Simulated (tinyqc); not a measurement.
# Abrupt p-n junction, non-linear Poisson equation by Newton steps: effect of the doping Nd

One dimension, p side on the left, n side on the right; net doping C = -Na for x < 0 and +Nd for x > 0. The potential psi is counted from the intrinsic level, and the quasi-Fermi potentials are flat: 0 for holes and -V for electrons, so n = ni exp((psi + V)/Vt) and p = ni exp(-psi/Vt) (Boltzmann statistics, full ionisation, no current). Under reverse bias this makes the minority densities vanishingly small everywhere; they play no part in the charge.

ni = sqrt(Nc Nv) exp(-Eg/(2 Vt)), Eg in volts. Depletion approximation: Vbi = Vt ln(Na Nd/ni^2), W = sqrt(2 eps0 eps_r (Vbi - V)(1/Na + 1/Nd)/q), xp = W Nd/(Na + Nd), xn = W Na/(Na + Nd), peak field 2 (Vbi - V)/W, capacitance eps0 eps_r/W. Exact first integral for an abrupt junction with thick neutral sides: psi_p = -Vt ln(Na/ni), psi_n = Vt ln(Nd/ni) - V, psi_j = (Nd psi_n + Na psi_p - Vt (Nd - Na))/(Na + Nd) at the junction, n_j = ni exp((psi_j + V)/Vt), p_j = ni exp(-psi_j/Vt), and E_j^2 = (2 q/(eps0 eps_r)) [Nd (psi_n - psi_j - Vt) + Vt (n_j + p_j)] (minority densities of the neutral sides neglected).

Values chosen for this exercise; band and dielectric values close to those of gallium nitride:
```
symbol,value,unit,meaning
T,300,K,temperature
Eg,3.35,eV,band gap
eps_r,9.67,,relative permittivity
Nc,2.3e18,cm^-3,conduction-band density of states at T
Nv,4.57e19,cm^-3,valence-band density of states at T
Na,4e16,cm^-3,acceptor density of the p side
V,-2.6,V,bias of the p side against the n side
```

Constants: q = 1.602176634e-19 C, kB = 1.380649e-23 J/K, Vt = kB T/q, eps0 = 8.8541878128e-14 F/cm where lengths are in cm. Results are converted to the units shown.

The same in every row: ni (cm^-3) = 7.448e-10.

Effect of the doping Nd:

| Nd (cm^-3) | Vbi (V) | W (nm) | share of W on the n side (%) | peak field, depletion (kV/cm) | peak field, exact (kV/cm) |
|---|---|---|---|---|---|
| 1.3e15 | 2.975 | 2175 | 96.85 | 51.25 | 51.02 |
| 3.5e15 | 3.000 | 1364 | 91.95 | 82.13 | 81.75 |
| 9.3e15 | 3.026 | 892.6 | 81.14 | 126.0 | 125.5 |
| 2.5e16 | 3.051 | 626.6 | 61.54 | 180.4 | 179.6 |
| 6.5e16 | 3.076 | 495.0 | 38.10 | 229.3 | 228.3 |
| 1.7e17 | 3.101 | 433.8 | 19.05 | 262.8 | 261.6 |
| 4.5e17 | 3.126 | 408.2 | 8.163 | 280.6 | 279.3 |
| 1.2e18 | 3.151 | 398.5 | 3.226 | 288.6 | 287.4 |

As Nd rises, Vbi rises from 2.97 to 3.15 V, 59.5 mV a decade (Vt ln 10), and W falls from 2180 to 398 nm. The exponent d ln W/d ln Nd is -0.47 between the first two rows and -0.02 between the last two: the lighter-doped side sets the width, and Nd passes Na = 4e16 cm^-3 within the table. The depletion field is 0.46 % above the exact one in the first row and 0.45 % above it in the last. For Nd = 1.2e18 the doping exceeds a fifth of the band density of states, where Boltzmann statistics begin to fail.

Numbers from tinyqc (`OMP_NUM_THREADS=1 python tinyqc.py 2000173 2000174 out.jsonl`; about 0.02 s on one thread of a shared Intel Xeon 2.30GHz).
